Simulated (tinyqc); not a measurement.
Flow curve at three pumping speeds: Berg model of reactive sputtering of a nitride or oxide: poisoning, hysteresis and pumping speed. Computed by tinyqc, a small Python program. Command: `OMP_NUM_THREADS=1 python tinyqc.py 3001052 3001053 out.jsonl berg walk`. One thread of a shared host (Intel(R) Xeon(R) Processor @ 2.30GHz), about 0.05 s of CPU time with the checks.

A diatomic gas reacts with bare metal on the target and on the collecting surfaces; ions remove metal and compound from the target. theta_t and theta_c are the compound fractions.

Inputs (values chosen for the exercise, close to those used for silicon nitride): ion current density J = 16 mA/cm^2; target area A_t = 81 cm^2; collecting area A_c = 3900 cm^2; metal yield Y_m = 0.58; compound yield Y_c = 0.12; sticking coefficient alpha = 0.86; reactive atoms per metal atom z = 1.33; gas mass M = 28 u; pumping speed S = 37 l/s; gas temperature T = 300 K.

Constants: e = 1.602176634e-19 C; u = 1.6605390666e-27 kg; k_B = 1.380649e-23 J/K.

Method. Ion flux j = J/e; gas flux F = P/sqrt(2 pi M k_B T). Target: (2/z) alpha F (1 - theta_t) = j Y_c theta_t. Sputtered flows F_c = j Y_c theta_t A_t, F_m = j Y_m (1 - theta_t) A_t. Collector: (2/z) alpha F (1 - theta_c) A_c + F_c (1 - theta_c) = F_m theta_c. Gas use Q = alpha F [(1 - theta_t) A_t + (1 - theta_c) A_c] + P S/(k_B T); 1 sccm = 4.4780e17 molecules/s. Rate R = F_m + F_c, given relative to j Y_m A_t. P is a single-valued function of the flow Q only if dQ/dP > 0 everywhere: S must exceed k_B T times the steepest fall of the surface terms with P.

pressure of the steepest fall = 0.00247771 Pa

critical pumping speed = 637.565 l/s

Pressure as the free variable:
```
P (Pa)   theta_t  theta_c  relative rate  Q at S_c/4 (sccm)  Q at S_c (sccm)  Q at 2 S_c (sccm)
0.00012  0.03589  0.28180        0.97153             1.9178           1.9487              1.990
0.00025  0.07198  0.45905        0.94292             3.0372           3.1016              3.188
0.00050  0.13429  0.64501        0.89350             4.0583           4.1872              4.359
0.00087  0.21254  0.77630        0.83143             4.5717           4.7960              5.095
0.00150  0.31757  0.87324        0.74813             4.6806           5.0673              5.583
0.00250  0.43681  0.93279        0.65357             4.4624           5.1069              5.966
0.00400  0.55376  0.96547        0.56081             4.1161           5.1474              6.522
0.00620  0.65794  0.98258        0.47819             3.8064           5.4048              7.536
0.00990  0.75438  0.99208        0.40170             3.6273           6.1796              9.583
0.02000  0.86120  0.99777        0.31698             3.9222           9.0784             15.953
```

At S_c/4 the flow falls with pressure in 4 of the intervals: as the target poisons, less metal arrives to getter the gas. At 2 S_c it rises throughout. Coverages and rate depend on P alone, not on S. The collector converts before the target (theta_c = 0.87 at theta_t = 0.32), since the metal is spread over a larger area and no ions clean it. The rate tends to Y_c/Y_m = 0.207.
